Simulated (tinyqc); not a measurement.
Inside a calculation. Model: two-mode optical phonons of a ternary alloy from two coupled oscillators. Computed by tinyqc, a small Python program that keeps every step. Command: `OMP_NUM_THREADS=1 python tinyqc.py 3021335 3021336 out.jsonl twomode walk`. One thread of a shared host (Intel(R) Xeon(R) Processor @ 2.30GHz), about 0.01 s of CPU time with the checks. Intermediate numbers are printed to about 7 digits and carried at full precision; extremes and crossings named in words are read from the listed rows.

An alloy A(x)B(1-x)C has an A-C and a B-C bond oscillator. Each TO frequency moves linearly from the impurity mode (dilute end) to the TO of the pure crystal; each strength is proportional to the number of bonds.

Inputs (values chosen for the exercise, for a model alloy):
```
quantity                  value  unit
omega_TO of pure AC         268  1/cm
omega_LO of pure AC         313  1/cm
omega_TO of pure BC         195  1/cm
omega_LO of pure BC         240  1/cm
eps_inf of AC                10     -
eps_inf of BC              6.13     -
impurity mode of A in BC    260  1/cm
impurity mode of B in AC    188  1/cm
fraction x of A            0.56     -
damping gamma               9.5  1/cm
electron mass m*           0.19   m_0
```

Constants: e^2/(4 pi eps_0) = 14.39964548 eV angstrom; hbar^2/(2 m_0) = 3.80998212 eV angstrom^2; 1 THz = 33.35640952 1/cm; h x 1 THz = 4.135667696 meV.

## The two oscillators

omega_1 = (impurity mode of A) + x (omega_TO,AC - impurity mode of A); omega_2 = (impurity mode of B) + (1 - x)(omega_TO,BC - impurity mode of B); eps_inf = x eps_AC + (1 - x) eps_BC; strengths W_1 = x eps_AC (omega_LO,AC^2 - omega_TO,AC^2), W_2 = (1 - x) eps_BC (omega_LO,BC^2 - omega_TO,BC^2).

omega_1 (A-C, TO) = 264.48 1/cm

omega_2 (B-C, TO) = 191.08 1/cm

eps_inf = 8.2972

W_1 = 146412 1/cm^2

W_2 = 52797.69 1/cm^2

## LO modes, coupled by the field

eps(omega) = eps_inf + W_1/(omega_1^2 - omega^2) + W_2/(omega_2^2 - omega^2) = 0 is the eigenproblem of the matrix [[omega_1^2 + W_1/eps_inf, sqrt(W_1 W_2)/eps_inf], [sqrt(W_1 W_2)/eps_inf, omega_2^2 + W_2/eps_inf]] for omega_LO^2. Uncoupled values keep the diagonal alone. eps_s = eps_inf + W_1/omega_1^2 + W_2/omega_2^2.

matrix (1/cm^2):
```
          1         2
1  87595.62  10596.54
2  10596.54  42874.88
```

lower LO mode = 201.2240 1/cm

upper LO mode = 299.9657 1/cm

uncoupled values (1/cm): 207.0625  295.9656

eps_s = 11.83636

The field pushes the upper mode up by 4.00 and the lower one down by 5.84 per cm; the lower LO stays between the two TO modes.

## Share of the polar coupling

The polar coupling of mode j is c_j = (u_j . sqrt(W))^2/(eps_inf^2 omega_j^2), u_j its eigenvector and omega_j here its LO frequency; the c_j add up to 1/eps_inf - 1/eps_s. Froehlich constant alpha_j = (e^2/(4 pi eps_0)) c_j k_j/(2 E_j), E_j = h c omega_j, k_j = sqrt(m* E_j/(hbar^2/(2 m_0))).

c_j, lower and upper mode: 0.007050994  0.02898615

share of the upper mode = 0.8043409

alpha_j, lower and upper mode: 0.07177355  0.2416622

The upper mode holds 80 % of the coupling, against 59 % of the ionic part of eps_s for the upper oscillator: the field moves strength to the higher mode.

## Reflectivity

With damping, each denominator is omega_j^2 - omega^2 - i gamma omega; R = |(sqrt(eps) - 1)/(sqrt(eps) + 1)|^2.

Spectrum:
```
omega (1/cm)     Re eps     Im eps           R
180            23.13591   4.730313   0.4359146
191            13.14901   29.32587   0.5537726
196           -1.249979   14.13147   0.4981970
201            2.293305   5.688944   0.2694506
205            5.001019   3.371243   0.1989963
249            23.16462   5.226250   0.4373884
264            12.56002   57.90638   0.6681935
282           -7.107346   4.044376   0.7250172
300           0.1552997   1.069845   0.1391993
306            1.285766  0.7942791  0.02996342
330            3.834452  0.3321273   0.1059200
```

## Modes across the composition range

The formulas are those given above.

Frequencies (1/cm):
```
x     TO, A-C  TO, B-C  lower LO  upper LO  coupling share of the upper LO     eps_s
0.02   260.16   194.86  235.9514  264.1349                       0.1991740   9.38167
0.10   260.80   194.30  226.1437  274.2467                       0.4478390   9.76200
0.20   261.60   193.60  218.3329  282.3553                       0.5740876  10.22928
0.35   262.80   192.55  209.9360  291.0560                       0.6892436  10.91319
0.50   264.00   191.50  203.4747  297.6818                       0.7743063  11.57669
0.65   265.20   190.45  198.1088  303.1001                       0.8468715  12.21972
0.80   266.40   189.40  193.4543  307.7153                       0.9137196  12.84221
0.90   267.20   188.70  190.6376  310.4624                       0.9569507  13.24577
0.98   267.84   188.14  188.5148  312.5075                       0.9913743  13.56201
```

The upper LO moves from 264.1 to 312.5 and the lower from 236.0 to 188.5 per cm. At each dilute end one LO-TO pair closes onto an impurity mode. The upper LO shifts by +0.40 per cm for each per cent of x near the middle, which is how Raman spectra measure composition. Its share of the polar coupling passes one half between x = 0.1 and 0.2.

Checks made by the program: generalised Lyddane-Sachs-Teller relation (relative difference below 1e-10); sum of the couplings (relative difference below 1e-10).
